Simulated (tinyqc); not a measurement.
UHF in the sto-3g basis, for H3, spin multiplicity 2, step by step. One step of it, computed by the program tinyqc.

Task: Iteration 52 (converged): orbitals. Diagonalise F' = X^T F X, C = X C', fill 2 alpha and 1 beta electrons from the bottom; D(s) = C_occ C_occ^T. Each column has its largest component positive (the first on a tie).

converged F(alpha) (hartree), order 1H 1s, 2H 1s, 3H 1s:
$$\begin{pmatrix}
-0.109932 & -0.412449 & -0.412345 \\
-0.412449 & -0.473317 & -0.371482 \\
-0.412345 & -0.371482 & -0.473418
\end{pmatrix}$$

converged F(beta) (hartree), order 1H 1s, 2H 1s, 3H 1s:
$$\begin{pmatrix}
-0.407763 & -0.398075 & -0.398023 \\
-0.398075 & 0.031676 & -0.286613 \\
-0.398023 & -0.286613 & 0.031853
\end{pmatrix}$$

X, order 1H 1s, 2H 1s, 3H 1s:
$$\begin{pmatrix}
1.119238 & -0.190404 & -0.190405 \\
-0.190404 & 1.119238 & -0.190405 \\
-0.190405 & -0.190405 & 1.119238
\end{pmatrix}$$

Give: F' = X^T F X; orbital energies; coefficients C; F' = X^T F X; orbital energies; coefficients C; D(alpha) after iteration 52; D(beta) after iteration 52.

Result:

F' = X^T F X (alpha) (hartree):
$$\begin{pmatrix}
0.1526 & -0.2859 & -0.2857 \\
-0.2859 & -0.3098 & -0.1352 \\
-0.2857 & -0.1352 & -0.3100
\end{pmatrix}$$

orbital energies (alpha) (hartree): MO1 -0.6489, MO2 -0.1748, MO3 0.3564

coefficients C (alpha), order 1H 1s, 2H 1s, 3H 1s:
$$\begin{pmatrix}
0.2635 & -0.0003 & 1.1206 \\
0.5007 & -0.9259 & -0.4660 \\
0.5008 & 0.9262 & -0.4655
\end{pmatrix}$$

F' = X^T F X (beta) (hartree):
$$\begin{pmatrix}
-0.1900 & -0.3107 & -0.3107 \\
-0.3107 & 0.2890 & -0.2570 \\
-0.3107 & -0.2570 & 0.2892
\end{pmatrix}$$

orbital energies (beta) (hartree): MO1 -0.5321, MO2 0.3743, MO3 0.5461

coefficients C (beta), order 1H 1s, 2H 1s, 3H 1s:
$$\begin{pmatrix}
0.7176 & 0.9001 & -0.0003 \\
0.2534 & -0.6355 & -0.9258 \\
0.2532 & -0.6349 & 0.9263
\end{pmatrix}$$

D(alpha) after iteration 52, order 1H 1s, 2H 1s, 3H 1s:
$$\begin{pmatrix}
0.0694 & 0.1322 & 0.1316 \\
0.1322 & 1.1080 & -0.6069 \\
0.1316 & -0.6069 & 1.1085
\end{pmatrix}$$

D(beta) after iteration 52, order 1H 1s, 2H 1s, 3H 1s:
$$\begin{pmatrix}
0.5150 & 0.1818 & 0.1817 \\
0.1818 & 0.0642 & 0.0642 \\
0.1817 & 0.0642 & 0.0641
\end{pmatrix}$$
